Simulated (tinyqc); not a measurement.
# Hall effect and magnetoresistance of several carrier groups with constant relaxation times, step by step

A worked calculation. Computed by tinyqc, a small Python program that keeps every step. Command: `OMP_NUM_THREADS=1 python tinyqc.py 3030533 3030534 out.jsonl hall2 walk`. One thread of a shared host (Intel(R) Xeon(R) Processor @ 2.30GHz), about 0.01 s of CPU time with the checks. Intermediate numbers are printed to about 5 digits and carried at full precision; extremes and crossings named in words are read from the listed rows.

Group 1 has charge +e and group 2 charge +e; s_i is that sign. B lies along z; mu B is formed with mu in m^2/(V s).

Inputs (values chosen for the exercise, for a model conductor): density n1 = 1.3e+17 1/cm^3; mobility mu1 = 42000 cm^2/(V s); density n2 = 3e+18 1/cm^3; mobility mu2 = 5200 cm^2/(V s); magnetic field B = 0.32 T.

Carriers: light and heavy holes. Densities: per volume.

Constants: e = 1.602176634e-19 C.

## Conductivity of each group

sigma_xx = sum n_i e mu_i/(1 + mu_i^2 B^2); sigma_xy = sum s_i n_i e mu_i^2 B/(1 + mu_i^2 B^2).

Parts (S/cm):
```
group      mu B  sigma_xx  sigma_xy
group 1   1.344    311.72    418.95
group 2  0.1664    2432.1    404.69
```

sigma_xx = 2743.8 S/cm

sigma_xy = 823.64 S/cm

sigma at B = 0 = 3374.2 S/cm

## Resistivity, Hall coefficient and magnetoresistance

rho_xx = sigma_xx/(sigma_xx^2 + sigma_xy^2); Hall coefficient R_H = sigma_xy/(B (sigma_xx^2 + sigma_xy^2)), with B in V s/cm^2 (1 T = 1e-4 V s/cm^2); magnetoresistance MR = rho_xx(B)/rho_xx(0) - 1. Apparent density 1/(e |R_H|); Hall mobility |R_H|/rho_xx.

rho_xx = 3.3433e-04 ohm cm

Hall coefficient R_H = 3.1363 cm^3/C

magnetoresistance MR = 12.810 %

apparent density = 1.9901e+18 1/cm^3

Hall mobility = 9380.8 cm^2/(V s)

A one-carrier reading would report holes of density 1.99e18, against n1 = 1.3e17 and n2 = 3.0e18.

## Limits of weak and strong field

Weak field: R_H(0) = sum s_i n_i mu_i^2/(e (sum n_i mu_i)^2); MR = c B^2 with c = n1 n2 mu1 mu2 (s1 mu1 - s2 mu2)^2/(n1 mu1 + n2 mu2)^2. Strong field: R_H = 1/(e sum s_i n_i); rho_xx saturates at (n1/mu1 + n2/mu2)/(e (sum s_i n_i)^2).

R_H at weak field = 4.3687 cm^3/C

coefficient c = 2.6007 1/T^2

R_H at strong field = 1.9941 cm^3/C

saturation MR = 24.684 %

R_H keeps its sign, and its size changes by a factor 0.456 from weak to strong field.

## Field dependence

rho_xx = sigma_xx/(sigma_xx^2 + sigma_xy^2); Hall coefficient R_H = sigma_xy/(B (sigma_xx^2 + sigma_xy^2)), with B in V s/cm^2 (1 T = 1e-4 V s/cm^2); magnetoresistance MR = rho_xx(B)/rho_xx(0) - 1.

Against the field:
```
B (T)       mu1 B  rho_xx (ohm cm)  R_H (cm^3/C)      MR (%)
0.012  5.0400e-02       2.9648e-04        4.3651  3.7394e-02
0.036  1.5120e-01       2.9735e-04        4.3367  3.3251e-01
0.095  3.9900e-01       3.0272e-04        4.1625  2.1434e+00
0.24   1.0080e+00       3.2400e-04        3.4719  9.3226e+00
0.6    2.5200e+00       3.5426e-04        2.4895  1.9534e+01
1.4    5.8800e+00       3.6615e-04        2.1038  2.3544e+01
3.6    1.5120e+01       3.6899e-04        2.0114  2.4505e+01
9.5    3.9900e+01       3.6945e-04        1.9966  2.4658e+01
29     1.2180e+02       3.6952e-04        1.9944  2.4681e+01
```

MR starts as B^1.99 and ends as B^0.00; it saturates at 24.7 %. One group alone would show no magnetoresistance in this model. The rows with mu1 B well above 1 show the semiclassical limit; Landau quantisation is left out.

## Back from four measured limits to the two groups

With z_i = s_i mu_i and w_i = s_i n_i the moments M_k = w1 z1^k + w2 z2^k are M_(-1) = (1 + MR_sat) M_0^2/M_1, M_0 = 1/(e R_strong), M_1 = sigma(0)/e, M_2 = R_weak sigma(0)^2/e. The z_i are the roots of z^2 + p z + q with M_2 + p M_1 + q M_0 = 0 and M_1 + p M_0 + q M_(-1) = 0; then w follows from M_0 and M_1. Group 1 is the faster.

p and q: [-47200, 2.1840e+08]

signed mobilities s_i mu_i (cm^2/(V s)): [42000, 5200.0]

densities (1/cm^3): [1.3000e+17, 3.0000e+18]

Checks made by the program: weak-field formulas against the tensor at mu1 B = 1e-3 (relative difference 6e-07); recovered mobilities and densities against the inputs (relative difference below 1e-10).
